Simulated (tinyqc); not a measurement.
Inside a calculation: Gamma, L and X subbands of a thin body with non-parabolic valleys. Values are carried at full precision from step to step, so a last printed digit may differ when a step is redone from the rounded ones.

Hard walls, flat band, c = hbar^2/2m0, energies from the bulk Gamma edge. For a valley at angle theta to the normal 1/m_z = cos^2/ml + sin^2/mt and m_d = sqrt(ml mt^2/m_z). Subband n starts at E_v + e with e (1 + a e) = c (n pi/t)^2/m_z, and its density-of-states mass is taken as m_d (1 + 2 a e), without further growth at higher in-plane energy. Groups are named by valley and degeneracy.

Constants: hbar^2/2m0 = 3.80998211 eV angstrom^2; kB = 8.617333262e-05 eV/K.

Parameters, chosen for this exercise (near those of a thin InAs channel; not measured data):
```
symbol  value           unit         meaning
face    100                          surface
mG      0.0261          m0           Gamma mass
aG      2.29            1/eV         Gamma non-parabolicity
EL      0.699           eV           L edge above Gamma
mL      (0.628, 0.048)  m0           L valleys (four, along <111>): ml, mt
EX      0.99            eV           X edge above Gamma
mX      (1.154, 0.162)  m0           X valleys (three, along <100>): ml, mt
aS      0.49            1/eV         non-parabolicity of L and X
t       76              angstrom     body thickness
Ns      3               x 1e12/cm^2  sheet density
T       300             K            temperature
eot     7               angstrom     equivalent oxide thickness
```

## Valley groups

List degeneracy, edge, m_z, m_d and a.

Groups:
```
group,g,E_v (eV),m_z,m_d,a (1/eV)
G1,1,0.000,0.0261,0.0261,2.29
L4,4,0.699,0.0693,0.1444,0.49
X1,1,0.990,1.1540,0.1620,0.49
X2,2,0.990,0.1620,0.4324,0.49
```

## Subband edges

n = 1 to 8 for each group; list the ten lowest.

Subbands:
```
subband,g,E (eV),DOS mass
G1 n=1,1,0.1774,0.0473
G1 n=2,1,0.4769,0.0831
L4 n=1,4,0.7889,0.1572
G1 n=3,1,0.7956,0.1212
X1 n=1,1,0.9956,0.1629
X1 n=2,1,1.0123,0.1655
L4 n=2,4,1.0230,0.1903
X2 n=1,2,1.0294,0.4491
X1 n=3,1,1.0396,0.1699
X1 n=4,1,1.0766,0.1757
```

The lowest subband is G1 n=1, 300 meV below G1 n=2; in the bulk the lowest valley is Gamma.

## Filling and quantum capacitance

n_i = g m/(2 pi c) kB T ln(1 + exp((EF - E_i)/kB T)), sum n_i = Ns (1e12/cm^2 = 1e-4/angstrom^2), c = hbar^2/2m0. Quantum capacitance Cq = 1602.176634 sum g m/(2 pi c) f_i in microfarad/cm^2 with f_i = 1/(1 + exp((E_i - EF)/kB T)); Cox = 34.5313/eot (one gate); C/Cox = Cq/(Cq + Cox), the centroid term left out.

Over the ten listed subbands, named by valley (G, L, X), degeneracy and number.

EF = 0.3290 eV

n_i in the order of the list (1e12/cm^2): 2.997  0.003  0.000  0.000  0.000  0.000  0.000  0.000  0.000  0.000

Cq = 3.18 microfarad/cm^2
Cox = 4.933 microfarad/cm^2
C/Cox = 0.392

EF lies 152 meV above the lowest edge; Gamma holds 100 % of the electrons. The low density of states costs 61 % of the gate capacitance.

## Checks

- Cq against the slope dNs/dEF by finite differences, microfarad/cm^2: both 3.18.

Run: tinyqc, `OMP_NUM_THREADS=1 python tinyqc.py 1251455 1251456 out.jsonl`; Intel(R) Xeon(R) Processor @ 2.30GHz, one thread, shared host; about 0.03 s of CPU time with all checks.
